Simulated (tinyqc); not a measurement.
Inside a calculation. Method: one-electron ion in a basis of Gaussians. One step of it, computed by the program tinyqc.

Problem. Generalised eigenproblem. Solve H C = S C e through S^(-1/2); each column has its largest component positive (the first on a tie).

H = T + V (hartree):
```
           1          2
1  -0.102509  -0.086274
2  -0.086274  -0.156108
```

S:
```
          1         2
1  1.000000  0.598686
2  0.598686  1.000000
```

Give: eigenvalues of S; eigenvalues; coefficients.

Solution.

eigenvalues of S: 0.401  1.599

eigenvalues (hartree): -0.157  -0.085

coefficients:
```
        1       2
1  -0.156   1.239
2   1.086  -0.617
```

For Z = 2 and l = 2 the exact lowest level is -Z^2/(2 n^2) with n = l + 1: -0.222222 hartree.
